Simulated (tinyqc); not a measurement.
Absorption edge of a degenerate semiconductor, band filling against gap narrowing: two steps of the calculation.

n-type, parabolic bands, full ionisation. eta = (EF - Ec)/kB T solves N = Nc F12(eta), F12(x) = (2/sqrt(pi)) int_0^infinity sqrt(u)/(1 + exp(u - x)) du. The gap shrinks rigidly by dEg = a3 y^(1/3) + a4 y^(1/4) + a2 y^(1/2), y = N/1e18 cm^-3, an empirical law that is here taken as the true narrowing.

Inputs (values chosen for the exercise); band and dielectric values close to those of gallium nitride:
- T = 300 K (temperature)
- Eg = 3.34 eV (band gap)
- Nc = 2.23e18 cm^-3 (conduction-band density of states at 300 K, from me)
- me = 0.199 m0 (electron mass)
- mh = 0.995 m0 (hole mass)
- N = 4.9e19 cm^-3 (ionised donor density)
- a3 = 16 meV (coefficient of (N/1e18)^(1/3))
- a4 = 12.4 meV (coefficient of (N/1e18)^(1/4))
- a2 = 4.1 meV (coefficient of (N/1e18)^(1/2))

Constants: q = 1.602176634e-19 C, kB = 1.380649e-23 J/K, h = 6.62607015e-34 J s, c = 299792458 m/s, Vt = kB T/q. Results are converted to the units shown.

Question 1. Fermi level. Newton step on ln F12(eta) = ln(N/Nc): eta(new) = eta - ln(Nc F12/N) F12/Fm, Fm(x) = dF12/dx = (1/sqrt(pi)) int_0^infinity u^(-1/2)/(1 + exp(u - x)) du.

eta at the start (Boltzmann value) = 3.0898

Give: F12; Fm; eta after iteration 1.

Answer 1.

F12 = 4.655
Fm = 1.886
eta after iteration 1 = 6.921

Question 2. The optical edge. Vertical transitions need an empty final state: the edge is taken where the state lies 4 kB T below EF, E_opt = Eg - dEg + (1 + me/mh) max(eta - 4, 0) kB T; wavelength h c/(q E_opt).

converged eta = 9.3962761

Find: dEg; EF - Ec; filling shift; E_opt; wavelength.

Answer 2.

dEg = 120.06 meV
EF - Ec = 242.91 meV
filling shift = 167.41 meV
E_opt = 3.3873 eV
wavelength = 366.02 nm

The edge lies 47.3 meV above the undoped gap: filling outweighs narrowing.

Range of the model: Band tails, non-parabolic bands and incomplete ionisation are left out.

Program tinyqc, `OMP_NUM_THREADS=1 python tinyqc.py 2330070 2330071 out.jsonl`; Intel Xeon 2.30GHz, shared host, one thread, about 0.01 s.
